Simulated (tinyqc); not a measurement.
All together: low-temperature mobility of a two-dimensional electron gas with static screening. Computed by tinyqc, a small Python program. Command: `OMP_NUM_THREADS=1 python tinyqc.py 3003736 3003737 out.jsonl twodeg walk`. One thread of a shared host (Intel(R) Xeon(R) Processor @ 2.30GHz), about 0.01 s of CPU time with the checks.

One subband is filled, the gas is degenerate and scatters at the Fermi circle; one permittivity serves on both sides of the interface. All formulas are in SI units, masses times m_0. Piezoelectric and polar phonons are left out, and n_s is taken as set by a gate, independent of N_i.

Inputs (values chosen for the exercise, modelled on an InAs channel):
```
quantity,value,unit
in-plane mass m,0.0296,m_0
mass across the layer m_z,0.0306,m_0
permittivity eps,15.3,-
valley degeneracy g_v,1,-
sheet density n_s,5.5e+12,1/cm^2
depletion charge N_d,7e+10,1/cm^2
roughness height Delta,0.68,nm
correlation length Lambda,2.7,nm
remote charge density N_i,1.6e+11,1/cm^2
distance d of the charges from the interface,19,nm
density rho,5680,kg/m^3
sound velocity v_l,4300,m/s
deformation potential D_A,7.7,eV
temperature T,40,K
```

Wave function: Fang-Howard. Roughness spectrum: Gaussian.

Constants: m_0 = 9.1093837015e-31 kg; e = 1.602176634e-19 C; eps_0 = 8.8541878128e-12 F/m; hbar = 1.054571817e-34 J s; k_B = 1.380649e-23 J/K.

Method:
- k_F = sqrt(2 pi n_s/g_v); E_F = hbar^2 k_F^2/(2 m); q_TF = g_v m e^2/(2 pi eps eps_0 hbar^2); Fang-Howard parameter b = [12 m_z e^2 (N_d + 11 n_s/32)/(eps eps_0 hbar^2)]^(1/3), mean depth 3/b; effective field F = e (N_d + n_s/2)/(eps eps_0).
- Form factors with u = q/b: screening G(q) = [1 + 9u/8 + 3u^2/8]/(1 + u)^3, remote charge P(q) = exp(-q d)/(1 + u)^3. Dielectric function eps(q) = 1 + q_TF G(q)/q, with q = 2 k_F sin(theta/2).
- Roughness: <|U|^2> = (e F)^2 S(q), S = pi Delta^2 Lambda^2 exp(-q^2 Lambda^2/4).
- 1/tau_t = (m/(pi hbar^3)) int_0^pi (1 - cos theta) <|U|^2>/eps(q)^2 dtheta; the quantum rate 1/tau_q drops the factor (1 - cos theta); 200 Gauss-Legendre points in s with theta = pi s^2, s from 0 to 1; mu = e tau_t/m.
- Remote charges: <|U|^2> = N_i [e^2 P(q)/(2 eps eps_0 q)]^2.
- Unscreened deformation potential in equipartition: 1/tau = m D_A^2 k_B T I/(rho v_l^2 hbar^3), I = int |psi|^4 dz = 3 b/16 for the Fang-Howard function (used for both wave-function options); mu = e tau/m. Bloch-Grueneisen temperature T_BG = 2 hbar v_l k_F/k_B.
- At the Fermi circle the rates add, so 1/mu is the sum; sheet resistance 1/(n_s e mu); mean free path hbar k_F mu/e; the quantum time adds the rates 1/tau_q, with the isotropic acoustic rate e/(m mu).

roughness mobility = 47070.6 cm^2/(V s)

remote-charge mobility = 1.75824e+08 cm^2/(V s)

acoustic mobility = 3.57584e+06 cm^2/(V s)

k_F = 0.587856 1/nm

tau_q, roughness = 0.458607 ps

tau_q, charges = 2.02894 ps

Mobilities:
```
process,mu (cm^2/(V s)),share of 1/mu (%)
roughness,47071,98.675
remote charges,1.7582e+08,0.026417
acoustic phonons,3.5758e+06,1.2989
```

mobility mu = 46447 cm^2/(V s)

sheet resistance = 24.433 ohm

mean free path = 1797.2 nm

Dingle ratio tau_t/tau_q = 2.1027

What does the comparison show, and why?

The largest single share of 1/mu (99 %) belongs to roughness: the field presses the gas against the interface, and the rate goes as F^2. The Dingle ratio of 2.10 lies between the short-range and smooth limits. Caution: E_F exceeds 100 meV in a band of small mass, where non-parabolicity and upper valleys, left out here, matter. Caution: E_F exceeds 1.1 (hbar^2 e^2 F^2/2 m_z)^(1/3), of the order of the first subband spacing (1.75 times that in a triangular well, less with self-consistent band bending), so a second subband may fill. Caution: T is not well above T_BG, where phonon scattering freezes out faster than equipartition says; the acoustic mobility is a lower bound.

Extremes, crossings and ranges named in words are read from the listed rows.
